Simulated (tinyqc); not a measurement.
Inside a calculation: fitting sp3s* parameters to three gaps by Newton steps. Values are carried at full precision from step to step, so a last printed digit may differ when a step is redone from the rounded ones.

sp3s* tight binding, nearest neighbours only: anion (a) at 0, cation (c) at a/4 (1,1,1), orbitals s, px, py, pz, s* on each; k in units of 2 pi/a. With phases e_j = exp(i (pi/2) k.n_j) for n = (1,1,1), (1,-1,-1), (-1,1,-1), (-1,-1,1): g0 = (e1+e2+e3+e4)/4, g1 = (e1+e2-e3-e4)/4, g2 = (e1-e2+e3-e4)/4, g3 = (e1-e2-e3+e4)/4. The diagonal holds the levels Esa, Epa, Exa (s*) and Esc, Epc, Exc. Anion-cation block: <sa|sc> = Vss g0; <sa|xc> = Vsapc g1; <xa|sc> = -Vscpa g1; <xa|xc> = Vxx g0; <xa|yc> = <ya|xc> = Vxy g3, <xa|zc> = <za|xc> = Vxy g2, <ya|zc> = <za|yc> = Vxy g1; <s*a|xc> = Vxapc g1; <xa|s*c> = -Vpaxc g1; y and z take g2 and g3 in place of g1; s-s* and s*-s* vanish.

Gaps are level 5 at Gamma, X = (1,0,0) and L = (1/2,1/2,1/2) less level 4 at Gamma; no spin-orbit coupling. Free parameters: Esc, Vxapc and Vpaxc. H is linear in them, so by Hellmann-Feynman J_ij = <u|dH/dp_j|u> for level 5 at point i less the same for level 4 at Gamma. Newton: p(new) = p + J^-1 (target - gaps); stop when all misses are below 1e-7 eV.

Inputs chosen for the exercise (out of a larger set: near a published set for GaAs, fitted to gaps, whose masses and valley positions are rough; not measured data): p = (-8.305, 1.036, -2.653, 3.692, 8.595, 6.742, -6.466, 1.961, 5.058, 4.488, 5.803, 4.811, 4.803) eV (start, order Esa, Epa, Esc, Epc, Exa, Exc, Vss, Vxx, Vxy, Vsapc, Vscpa, Vxapc, Vpaxc); tg = (1.6514, 2.2498, 1.8469) eV (target gaps at Gamma, X, L).

## Gaps of the starting set

Compute the gaps and the misses.

gaps (eV): Gamma 1.5819, X 2.0837, L 1.7337

target less gap (eV): Gamma 0.0695, X 0.1661, L 0.1132

## The Jacobian

Form J and its singular values.

J:
```
          Esc    Vxapc    Vpaxc
Gamma  0.7002   0.0000   0.0000
X      0.0000  -0.8526   0.0000
L      0.3966  -0.2318  -0.1308
```

singular values: 0.9115  0.7762  0.1104

The gap at Gamma answers to Esc. The condition number is 8.3.

## The first Newton step

Solve J dp = target less gap; the columns of J are Esc, Vxapc and Vpaxc.

dp (eV): Esc 0.099, Vxapc -0.195, Vpaxc -0.219

## The iteration

Repeat with J formed anew.

Newton steps (eV):

| i | Esc | Vxapc | Vpaxc | Gamma | X | L | largest miss |
|---|---|---|---|---|---|---|---|
| 0 | -2.6530 | 4.8110 | 4.8030 | 1.5819 | 2.0837 | 1.7337 | 0.17 |
| 1 | -2.5538 | 4.6162 | 4.5837 | 1.6515 | 2.2496 | 1.8467 | 0.00019 |
| 2 | -2.5540 | 4.6160 | 4.5822 | 1.6514 | 2.2498 | 1.8469 | 1.5e-08 |

Converged in 2 steps; the miss goes 0.17, 0.00019, 1.5e-08, about squaring each time once it is small. The largest change is 0.221 eV in Vpaxc, for a first miss of 0.166 eV.

## Checks

- J by Hellmann-Feynman against central differences: largest difference 3.1e-10.

tinyqc: `OMP_NUM_THREADS=1 python tinyqc.py 1451034 1451035 out.jsonl`; about 0.1 s, one thread, shared Intel(R) Xeon(R) Processor @ 2.30GHz.
